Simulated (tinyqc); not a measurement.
Mobility of a non-polar semiconductor in the relaxation-time approximation: one step, computed by the program tinyqc. Command: `OMP_NUM_THREADS=1 python tinyqc.py 3013008 3013009 out.jsonl rta walk`. One thread of a shared host (Intel(R) Xeon(R) Processor @ 2.30GHz), about 0.01 s of CPU time with the checks.

Each valley is treated as a sphere of mass m_d for states and rates, with one isotropic relaxation time; the conductivity mass m_c sets the current.

Problem. Fermi level and screening. Parabolic band: E = hbar^2 k^2/(2 m), speed v = hbar k/m, states per spin, volume and energy g(E) = m k/(2 pi^2 hbar^2). Here m = m_d. Masses are multiplied by m_0 and all formulas are in SI units. The reduced Fermi level eta = E_F/(k_B T) solves n = 2 Z int g f dE with f = 1/(1 + exp(x - eta)) (Z = 1 unless valleys are given); screening length L_s = sqrt(eps_s eps_0 k_B T/(e^2 dn/deta)), dn/deta = 2 Z int g f (1 - f) dE. Integrals over x = E/(k_B T) use 160 Gauss-Legendre points in u = sqrt(x) from 0 to sqrt(max(eta, 0) + 32).

Inputs (values chosen for the exercise, modelled on electrons in germanium): equivalent valleys Z = 4; static permittivity eps_s = 16; carrier density n = 1.2e+16 1/cm^3; temperature T = 300 K.

Band: parabolic. Impurity formula: Brooks-Herring. Further scattering: none.

density-of-states mass m_d = 0.2206159 m_0

Constants: k_B = 8.617333262e-05 eV/K; m_0 = 9.1093837015e-31 kg; e = 1.602176634e-19 C; hbar = 1.054571817e-34 J s; eps_0 = 8.8541878128e-12 F/m; k_B = 1.380649e-23 J/K.

Give: reduced Fermi level eta; screening length L_s.

Solution.

reduced Fermi level eta = -6.764

screening length L_s = 43.65 nm

The gas is non-degenerate (eta < -2), and L_s is close to the Debye length.
